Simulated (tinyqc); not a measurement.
Local against global planarity over time: chemical-mechanical planarisation: Preston law, pattern density and step-height reduction. Computed by tinyqc, a small Python program. Command: `OMP_NUM_THREADS=1 python tinyqc.py 3014374 3014375 out.jsonl cmp walk`. One thread of a shared host (Intel(R) Xeon(R) Processor @ 2.30GHz), about 0.01 s of CPU time with the checks.

A row of 8 cells, repeated periodically, holds raised features that cover a share rho of each cell.

Inputs (values chosen for the exercise, close to those used for oxide polishing):

| quantity | value | unit |
|---|---|---|
| Preston coefficient K | 8.7e-14 | 1/Pa |
| pressure P | 22 | kPa |
| platen and carrier speed | 60 | rpm |
| distance between the centres | 15 | cm |
| initial step height h0 | 360 | nm |
| contact height h_c | 61 | nm |
| film above the raised areas z0 | 700 | nm |
| cell size | 1.1 | mm |
| planarisation length | 1.2 | mm |

local pattern densities, cell by cell: 0.9  0.5  0.8  0.3  0.2  0.3  0.8  0.6

Method:
- With equal rotation speeds the relative speed is uniform, v = omega r_c; Preston rate R0 = K P v.
- The stiff pad averages the density: rho_eff(i) = sum_j w_ij rho_j / sum_j w_ij, w = exp(-2 d^2/L^2), L the planarisation length and d the distance between cell centres, summed over all periodic images of cell j.
- While h > h_c only raised areas polish, at R0/rho_eff, until t_c = rho_eff (h0 - h_c)/R0. After that h = h_c exp(-(t - t_c)/tau), tau = rho_eff h_c/R0; low areas polish at R0 (1 - h/h_c) and raised areas at R0 [1 + (1 - rho_eff) h/(rho_eff h_c)]. Removed from raised areas after t_c: h0 - h_c + R0 (t - t_c) + (1 - rho_eff)(h_c - h); from low areas: R0 (t - t_c) - rho_eff (h_c - h). Film left = z0 less the removal from raised areas.
- Times are multiples of h0/R0; the range is the largest minus the smallest removal from raised areas.

effective densities: 0.804993  0.594745  0.691183  0.354365  0.228146  0.354453  0.704730  0.667387

blanket rate R0 = 1.80390 nm/s

Steps and range (nm):

| multiple | t (s) | largest step | smallest step | range across the row | mean removal from raised areas |
|---|---|---|---|---|---|
| 0.10 | 19.96 | 315.28 | 202.21 | 113.07 | 77.91 |
| 0.20 | 39.91 | 270.56 | 46.48 | 224.55 | 155.63 |
| 0.30 | 59.87 | 225.84 | 3.50 | 249.00 | 222.42 |
| 0.45 | 89.81 | 158.76 | 0.07 | 238.57 | 300.42 |
| 0.60 | 119.74 | 91.67 | 0.00 | 225.54 | 369.05 |
| 0.80 | 159.65 | 23.28 | 0.00 | 212.20 | 448.28 |
| 1.00 | 199.57 | 5.37 | 0.00 | 208.71 | 521.67 |
| 1.30 | 259.44 | 0.60 | 0.00 | 207.78 | 629.97 |
| 1.70 | 339.26 | 0.03 | 0.00 | 207.67 | 774.00 |

What does the comparison show, and why?

Local steps shrink to 0.032 nm or less, but the range across the row reaches up to 249.0 nm among these rows and ends at 207.7 nm, against the limit (largest - smallest rho_eff) h0 = 207.7 nm: once flat, all cells polish alike and the difference stays. Evener density (dummy fill), a longer planarisation length or a smaller initial step reduces it. Caution: in the last rows the removal passes z0 somewhere, so they describe a thicker film than the one given.

Extremes, crossings and ranges named in words are read from the listed rows.
